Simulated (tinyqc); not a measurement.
Self-heating of a transistor with one or more fingers, with temperature-dependent conductivity. Changing the finger pitch s. Computed by tinyqc, a small Python program. Command: `OMP_NUM_THREADS=1 python tinyqc.py 3025108 3025109 out.jsonl selfheat sweep`. One thread of a shared host (Intel(R) Xeon(R) Processor @ 2.30GHz), about 0.06 s of CPU time with the checks.

N long parallel fingers lie on the top face of a slab whose bottom is held at T_0; the top is otherwise insulated, and heat flows in two dimensions. P in W/mm is 1000 P in W/m.

Inputs (values chosen for the exercise, modelled on sapphire):
```
quantity                                      value        unit
conductivity at the base temperature kappa_0   36.1     W/(m K)
exponent m in kappa ~ T^-m                     1.24           -
base temperature T_0                            300           K
power per gate width P                         0.26        W/mm
fingers N                                         5           -
width of the heat source w                     0.35  micrometre
substrate thickness t                           130  micrometre
```

Power: fixed power.

Method:
- A line source of power P on the top face raises the top at distance x by (P/(pi kappa_0)) g(x), g(x) = -ln tanh(pi x/(4 t)) (the image sum for the slab). On a strip of width w the centre sees the mean of g over the strip, g_0 = 1 + ln(8 t/(pi w)) for w much below t.
- theta_i = (P/(pi kappa_0)) [g_0 + sum over j != i of g(|i - j| s)], with equal powers and constant conductivity; thermal resistance = largest theta/P.
- Kirchhoff transformation for kappa = kappa_0 (T/T_0)^-m: T = T_0 [1 - (m - 1) theta/T_0]^(-1/(m - 1)), where theta is the linear rise.
- The bracket vanishes at the power P T_0/((m - 1) theta).

One run for each value:
```
finger pitch s (micrometre)  thermal resistance (K mm/W)  true rise (K)  peak temperature (K)
4.0                                                188.3          54.35                 354.4
6.9                                                169.1          48.28                 348.3
12.0                                               149.7          42.27                 342.3
20.0                                               132.0          36.89                 336.9
35.0                                               113.1          31.28                 331.3
59.0                                                96.8          26.53                 326.5
100.0                                               83.3          22.65                 322.7
170.0                                               74.4          20.13                 320.1
300.0                                               70.2          18.96                 319.0
```

Describe and explain the trends.

Over the rows, thermal resistance (K mm/W) falls from 188 to 70.2 (exponent d ln y / d ln x -0.20 between the first rows and -0.10 between the last); true rise (K) falls from 54.4 to 19.0 (exponent d ln y / d ln x -0.22 between the first rows and -0.11 between the last); peak temperature (K) falls from 354 to 319 (exponent d ln y / d ln x -0.032 between the first rows and -0.0064 between the last). Coupling dies exponentially once the pitch passes about the thickness, 130 micrometre.

Extremes, crossings and ranges named in words are read from the listed rows.
